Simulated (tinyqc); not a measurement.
Chemical vapour deposition: Grove model, boundary layer, depletion and step coverage: one step, computed by the program tinyqc.

A precursor diffuses to the surface and reacts there at first order; each molecule that reacts adds one formula unit of film.

Problem. Growth rate at the inlet. Fluxes in series: C_s = C_g/(1 + k_s/h_g); growth rate G = k_s h_g/(k_s + h_g) C_g/N; 1 cm/s = 6e8 nm/min.

Inputs (values chosen for the exercise, close to those used for polysilicon from silane): temperature T = 760 C; film density N = 5e+22 formula units/cm^3; channel height b = 7.8 cm.

Reactor: horizontal, reduced pressure.

surface rate constant k_s = 1.099911 cm/s

mass-transfer coefficient h_g = 9.995460 cm/s

precursor density C_g = 4.215331e+15 1/cm^3

Give: ratio k_s/h_g; C_s/C_g; growth rate G at the inlet.

Solution.

ratio k_s/h_g = 0.11004

C_s/C_g = 0.90087

growth rate G at the inlet = 50.122 nm/min

The surface reaction limits the rate, so temperature must be uniform. Caution: the boundary layer is capped at b/2, so U, L and nu no longer affect h_g.
